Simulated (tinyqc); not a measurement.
Worked calculation: X-ray photoelectron analysis of a thin oxide on a semiconductor: attenuation lengths, thickness, angle series and band offsets. Computed by tinyqc, a small Python program that keeps every step. Command: `OMP_NUM_THREADS=1 python tinyqc.py 3110097 3110098 out.jsonl xps walk`. One thread of a shared host (Intel(R) Xeon(R) Processor @ 2.30GHz), about 0.01 s of CPU time with the checks. Intermediate numbers are printed to about 7 digits and carried at full precision; extremes and crossings named in words are read from the listed rows.

The same element is seen in the oxide and in the substrate, at nearly the same kinetic energy; films are flat and uniform, and the work function is ignored.

Inputs (values chosen for the exercise, modelled on SiO2 on silicon):

| quantity | value | unit |
|---|---|---|
| photon energy | 1253.6 | eV |
| binding energy of the core level | 99.4 | eV |
| oxide density | 2.21 | g/cm^3 |
| oxide formula mass | 60.08 | g/mol |
| valence electrons per oxide formula | 16 | - |
| oxide gap | 8.9 | eV |
| substrate density | 2.33 | g/cm^3 |
| substrate formula mass | 28.09 | g/mol |
| valence electrons per substrate formula | 4 | - |
| substrate gap | 1.12 | eV |
| oxide thickness d | 2.1 | nm |
| emission angle from the normal | 45 | degrees |
| attenuation length over inelastic mean free path | 0.88 | - |
| carbon overlayer | 0.11 | nm |
| counts in the two peaks together | 900000 | - |
| valence band offset used to make the data | 4.38 | eV |
| core level less valence band top, substrate | 98.87 | eV |
| core level less valence band top, thick oxide | 98.34 | eV |
| field in the oxide | 1.5 | MV/cm |

## Inelastic mean free paths

TPP-2M: lambda = E/(E_p^2 [b ln(c E) - C/E + D/E^2]) in angstrom, E_p = 28.8 sqrt(N_v rho/M), b = -0.10 + 0.944/sqrt(E_p^2 + E_g^2) + 0.069 rho^0.1, c = 0.191/sqrt(rho), U = N_v rho/M, C = 1.97 - 0.91 U, D = 53.4 - 20.8 U, with E = photon energy less binding energy in eV. Attenuation length L = factor x lambda.

kinetic energy E = 1154.2 eV

Terms:

| layer | E_p (eV) | b | c | lambda (nm) |
|---|---|---|---|---|
| oxide | 22.09447 | 0.01432559 | 0.1284805 | 3.358258 |
| substrate | 16.58917 | 0.03186580 | 0.1251283 | 2.670504 |

L in the oxide = 2.955267 nm

L in the substrate = 2.350044 nm

## Peak ratio

R_0 = (rho_o/M_o) L_o/((rho_s/M_s) L_s); peak ratio R = I_ox/I_sub = R_0 [exp(d/(L_o cos theta)) - 1]; hence d = L_o cos theta ln(1 + R/R_0). A carbon layer weakens both peaks alike, by exp(-d_C/(L_o cos theta)) if its L is taken equal to L_o. This R_0 leaves out intrinsic losses from the substrate peak, so calibrated values can be larger.

R_0 = 0.5576721

d/(L_o cos theta) = 1.004934

ratio R = 0.9657360

oxide share of the counts = 0.4912847

attenuation by carbon = 0.9487221

depth 3 L_o cos theta = 6.269068 nm

## Error budget of the thickness

With x = d/(L_o cos theta): d ln d/d ln R = (1 - exp(-x))/x = -d ln d/d ln R_0; counting error of R = 1/sqrt(N f (1 - f)), f the oxide share, which times the sensitivity gives that of d; an angle error adds tan(theta) d theta; d is proportional to L_o at fixed R_0. Assumed errors: 5 % in R_0, 1 degree, 5 % in L_o.

sensitivity to R = 0.6308187

counting error of d = 0.1330085 %

R_0 = 3.154094 %

angle = 1.745329 %

L_o = 5 %

The attenuation length is the largest of these terms.

## Angle series: uniform film or islands?

Islands: half of the surface carries 2 d and half none, R = R_0 (1/2)(1 - t)/(1/2 + t/2) with t = exp(-2 d/(L_o cos theta)); the apparent thickness is read with the uniform formula.

Against the angle:

| theta (degrees) | R, uniform | R, islands | apparent d, islands (nm) |
|---|---|---|---|
| 0 | 0.577304 | 0.3407657 | 1.409326 |
| 20 | 0.630262 | 0.3562595 | 1.371816 |
| 35 | 0.770088 | 0.3904207 | 1.284680 |
| 45 | 0.965736 | 0.4258711 | 1.185670 |
| 55 | 1.367281 | 0.4713096 | 1.038322 |
| 65 | 2.438779 | 0.5203330 | 0.823178 |
| 75 | 8.126890 | 0.5530919 | 0.527027 |

A uniform film gives d = 2.1 nm at every angle. The island film of the same volume reads 1.41 nm at normal emission and 0.527 nm at 75 degrees; its ratio cannot pass R_0, since the bare half always shows the substrate.

## Band offsets by core levels

Valence band offset = (E_core - E_v)(substrate) - (E_core - E_v)(oxide) + (core level separation at the interface, oxide less substrate). The separation is made here from the given offset; a uniform field F that raises the binding energy towards the surface shifts the oxide peak by e F <z>, <z> = d/(1 - exp(-x)) - d/x, x = d/(L_o cos theta), being the mean distance from the interface. Conduction band offset = oxide gap - substrate gap - valence band offset.

separation without field = 3.85 eV

<z> = 1.222973 nm

separation with field = 4.033446 eV

apparent valence band offset = 4.563446 eV

true conduction band offset = 3.4 eV

apparent conduction band offset = 3.216554 eV

The field biases both offsets by 0.18 eV, in opposite directions.

Checks made by the program: thickness recovered (relative difference below 1e-10).
